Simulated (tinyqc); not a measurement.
# Grain growth, pinning, strength and diffusional creep of a polycrystal or thin film, step by step

A worked calculation. Computed by tinyqc, a small Python program that keeps every step. Command: `OMP_NUM_THREADS=1 python tinyqc.py 3031286 3031287 out.jsonl grain walk`. One thread of a shared host (Intel(R) Xeon(R) Processor @ 2.30GHz), about 0.01 s of CPU time with the checks. Intermediate numbers are printed to about 6 digits and carried at full precision; extremes and crossings named in words are read from the listed rows.

One mean grain size d describes the structure.

Inputs (values chosen for the exercise, modelled on nickel):
```
quantity                                    value        unit
shear modulus G                              76.2         GPa
Burgers vector b                            2.492    angstrom
atomic volume Omega                         10.94  angstrom^3
boundary energy gamma                        0.88       J/m^2
mobility prefactor M0                     4.4e-06   m^4/(J s)
activation energy of boundary motion Q_m     1.54          eV
anneal temperature T                          616           K
anneal time t                               25000           s
initial grain size d0                          39          nm
particle volume fraction f                 0.0055           -
particle radius r                              28          nm
film thickness h                              930          nm
surface energy gamma_s                        2.3       J/m^2
friction stress sigma_0                        26         MPa
Hall-Petch slope k_y                         0.15   MPa m^0.5
lattice diffusion energy Q_l                 2.88          eV
boundary diffusion energy Q_b                1.22          eV
lattice prefactor D0                      0.00012       m^2/s
boundary prefactor delta D0b                1e-15       m^3/s
applied stress sigma                           24         MPa
service temperature T_c                       824           K
```

Sample: thin film on a substrate.

Constants: k_B = 8.617333262e-05 eV/K; k_B = 1.380649e-23 J/K.

## Mobility and the sizes at which growth stops

M = M0 exp(-Q_m/(k_B T)). The driving pressure is 2 gamma/d. Zener pinning pressure 3 f gamma/(2 r) stops growth at d_Z = 4 r/(3 f). Grooves where boundaries meet the surface have the angle theta = arcsin(gamma/(2 gamma_s)) and are taken to stop growth at d_h = h/(2 theta), a few film thicknesses; the limit is 1/d_lim = 1/d_Z + 1/d_h.

mobility M = 1.10664e-18 m^4/(J s)

Zener size d_Z = 6787.88 nm

groove angle theta = 0.192491 rad

groove limit d_h = 2415.70 nm

limit d_lim = 1781.64 nm

The grooves set the tighter limit.

## Grain size after the anneal

dd/dt = 2 M gamma (1/d - 1/d_lim) integrates to 2 M gamma t = d_lim (d0 - d) + d_lim^2 ln[(d_lim - d0)/(d_lim - d)]; without pinning d^2 = d0^2 + 4 M gamma t.

size without pinning = 314.492 nm

grain size d = 296.298 nm

Pinning holds d to 94 % of the free value.

## Yield stress

Hall-Petch term k_y/sqrt(d). Orowan term 3.06 x 0.4 G b ln(2 rbar/b)/(pi lambda sqrt(1 - nu)) with nu = 1/3, rbar = sqrt(2/3) r, lambda = rbar (sqrt(pi/f) - 2). Film term (threading dislocation, matched substrate, the geometry of an fcc (111) film taken for all cases): 3.464 G b ln(2 h/b)/(4 pi (1 - nu) h). The terms are added to sigma_0.

Hall-Petch term = 275.567 MPa

Orowan term = 94.3284 MPa

film term = 75.2902 MPa

yield stress = 471.185 MPa

The largest term is the Hall-Petch one. The anneal changed the Hall-Petch term from 760 to 276 MPa. Caution: the grains are smaller than the film is thick, so they are not columnar, and the groove drag and film term are overstated.

## Diffusional creep at T_c

Nabarro-Herring rate = 14 sigma Omega D_l/(k_B T d^2), D_l = D0 exp(-Q_l/(k_B T)); Coble rate = 14 pi sigma Omega delta D_b/(k_B T d^3), delta D_b = delta D0b exp(-Q_b/(k_B T)); they are equal at d_x = pi delta D_b/D_l.

Nabarro-Herring rate = 1.07229e-09 1/s

Coble rate = 0.00134741 1/s

crossover size d_x = 372323 micrometre

time to 1 % strain = 7.42162 s

Boundary diffusion carries the creep, by a factor 1.3e6. Caution: T_c is above the anneal temperature, so the grains would go on growing in service.

## Strength against creep resistance

Hall-Petch term k_y/sqrt(d).

At T_c and sigma:
```
d (nm)  Hall-Petch term (MPa)  Nabarro-Herring (1/s)  Coble (1/s)  time to 1 % (s)
30                    866.025            1.04599e-07  1.29815e+00      7.70327e-03
100                   474.342            9.41388e-09  3.50500e-02      2.85306e-01
300                   273.861            1.04599e-09  1.29815e-03      7.70327e+00
1000                  150.000            9.41388e-11  3.50500e-05      2.85306e+02
3000                   86.603            1.04599e-11  1.29815e-06      7.70321e+03
10000                  47.434            9.41388e-13  3.50500e-08      2.85299e+05
100000                 15.000            9.41388e-15  3.50500e-11      2.85230e+08
```

From 100 micrometre to 30 nm grains the Hall-Petch term grows 58 times, while the time to 1 % strain shrinks by 10.6 decades. Coble creep rules in 7 of the seven rows (d_x is a millimetre or more). Fine grains resist slip but creep fast. The Hall-Petch value at 30 nm is at the edge of that law, and in a film grains much larger than h lose atoms to the surfaces instead.

## Growth with time

The formulas are those given above.

At T:
```
t (s)     free growth (nm)  pinned growth (nm)   d/d_lim
2.40e+03            104.26              102.34  0.057441
8.10e+03            181.86              175.78  0.098665
2.40e+04            308.24              290.76  0.163196
8.10e+04            563.07              505.40  0.283669
2.40e+05            967.68              801.02  0.449594
8.10e+05           1776.73             1241.98  0.697100
2.40e+06           3057.85             1616.81  0.907481
8.10e+06           5617.30             1777.08  0.997440
```

The apparent exponent d ln d/d ln t of the pinned growth is at most about 0.46, below the ideal 1/2, and falls to 0.078 in the last rows: pinning hides it late.

Checks made by the program: d against numerical integration (relative difference 3e-09).
